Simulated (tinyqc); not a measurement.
Special k points of the bcc lattice: one step. Which stars the mesh integrates. Three cases, with inputs chosen for the exercise.

Question. Lattice vectors in units of a: a1 = (-1/2, 1/2, 1/2), a2 = (1/2, -1/2, 1/2), a3 = (1/2, 1/2, -1/2); f are fractions of the reciprocal vectors. Evaluate the first six A_m at each irreducible point (k . R = 2 pi sum f_i n_i) and form the weighted means.

A_m(k) = sum over the m-th star of lattice vectors R of cos(k . R), stars in order of length: m = 1: |R|^2 = 0.75, 8 vectors, such as (1, 1, 1) in the basis a_i; m = 2: |R|^2 = 1, 6 vectors, such as (1, 1, 0) in the basis a_i; m = 3: |R|^2 = 2, 12 vectors, such as (2, 1, 1) in the basis a_i; m = 4: |R|^2 = 2.75, 24 vectors, such as (2, 2, 1) in the basis a_i; m = 5: |R|^2 = 3, 8 vectors, such as (2, 2, 2) in the basis a_i; m = 6: |R|^2 = 4, 6 vectors, such as (2, 2, 0) in the basis a_i. The zone mean of every A_m is zero.

Give: A_m at the points; weighted means.

Case 1.

Irreducible points:
```
f1              f2        f3  weight
0.250000  0.250000  0.250000       2
0.250000  0.250000  0.750000       6
```

Answer.

A_m at the points:
```
     m=1     m=2     m=3    m=4     m=5    m=6
1  0.000  -6.000  12.000  0.000  -8.000  6.000
2  0.000   2.000  -4.000  0.000  -8.000  6.000
```

weighted means: m=1 0.000, m=2 0.000, m=3 0.000, m=4 0.000, m=5 -8.000, m=6 6.000

The first star with a non-zero mean is m = 5 (|R|^2 = 3, mean -8.000): it holds vectors of the N-fold supercell, which the mesh cannot tell from R = 0.

Case 2.

Irreducible points:
```
f1              f2        f3  weight
0.166667  0.166667  0.166667       8
0.166667  0.166667  0.833333       6
0.166667  0.500000  0.500000      12
0.500000  0.500000  0.500000       1
```

Answer.

A_m at the points:
```
      m=1     m=2     m=3      m=4     m=5     m=6
1   1.000  -3.000   3.000   -6.000  -1.000  -3.000
2   4.000   3.000   0.000    0.000  -4.000   3.000
3  -2.000   0.000  -3.000    6.000   2.000   0.000
4  -8.000   6.000  12.000  -24.000   8.000   6.000
```

weighted means: m=1 0.000, m=2 0.000, m=3 0.000, m=4 0.000, m=5 0.000, m=6 0.000

All six means vanish: the mesh is exact for functions whose Fourier series ends within these stars.

Case 3.

Irreducible points:
```
f1              f2        f3  weight
0.250000  0.250000  0.250000       2
0.250000  0.250000  0.750000       6
```

Answer.

A_m at the points:
```
     m=1     m=2     m=3    m=4     m=5    m=6
1  0.000  -6.000  12.000  0.000  -8.000  6.000
2  0.000   2.000  -4.000  0.000  -8.000  6.000
```

weighted means: m=1 0.000, m=2 0.000, m=3 0.000, m=4 0.000, m=5 -8.000, m=6 6.000

The first star with a non-zero mean is m = 5 (|R|^2 = 3, mean -8.000): it holds vectors of the N-fold supercell, which the mesh cannot tell from R = 0.

Computed by tinyqc, one run a case: `OMP_NUM_THREADS=1 python tinyqc.py N N+1 out.jsonl` with N = 1651952, 1680056, 1680115; one thread of a shared Intel(R) Xeon(R) Processor @ 2.30GHz, about 0.2 s a run at most.
